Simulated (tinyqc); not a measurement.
From results to parameters: Hubbard dimer. Computed by the program tinyqc.

Problem. A two-site Hubbard model with two electrons has its ground state at (U - sqrt(U^2 + 16 t^2))/2, the triplet at 0 and the odd ionic singlet at U. Find t, U and the double occupancy per site.

singlet-triplet splitting = 0.240603 eV
gap from the ground state to the ionic odd singlet = 6.390603 eV

Solution. The difference of the two gaps is U and their product is 4 t^2; the double occupancy per site is (1 - U/sqrt(U^2 + 16 t^2))/4.

t, U (eV): 0.6200  6.1500
double occupancy per site = 0.018
